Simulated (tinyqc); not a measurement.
Haynes-Shockley experiment: drift, diffusion and decay of a minority-carrier pulse: one step, computed by the program tinyqc.

A thin sheet of excess carriers is made at x = 0, t = 0 in a long uniform bar; injection is low, so the pulse moves with the minority mobility.

Problem. Two distances. dn(x, t) = N0/sqrt(4 pi D t) exp(-(x - v t)^2/(4 D t) - t/tau). At fixed x the signal peaks where d ln(dn)/dt = 0: a t^2 + t/2 - x^2/(4 D) = 0 with a = v^2/(4 D) + 1/tau. Differences remove part of the bias: mu = (d2 - d)/(F (t_p2 - t_p)). The time-integrated signal is A(x) = (N0/u) exp(x (v - u)/(2 D)), u = sqrt(v^2 + 4 D/tau); the simple lifetime is tau = (t_p2 - t_p)/ln(A(d)/A(d2)).

Inputs (values chosen for the exercise, modelled on electrons in p-type germanium in a lightly doped bar):
```
quantity,value,unit
lifetime tau,22,microsecond
temperature T,330,K
field F,11,V/cm
distance d to the collector,0.9,cm
second distance d2,1.3,cm
```

drift velocity v = 39160 cm/s

D = 101.2364 cm^2/s

time of the peak t_p = 22.78079 microsecond

Give: t_p2; mobility from two distances; area ratio A(d)/A(d2); lifetime from areas.

Solution.

t_p2 = 32.93 microsecond

mobility from two distances = 3581 cm^2/(V s)

area ratio A(d)/A(d2) = 1.589

lifetime from areas = 21.93 microsecond
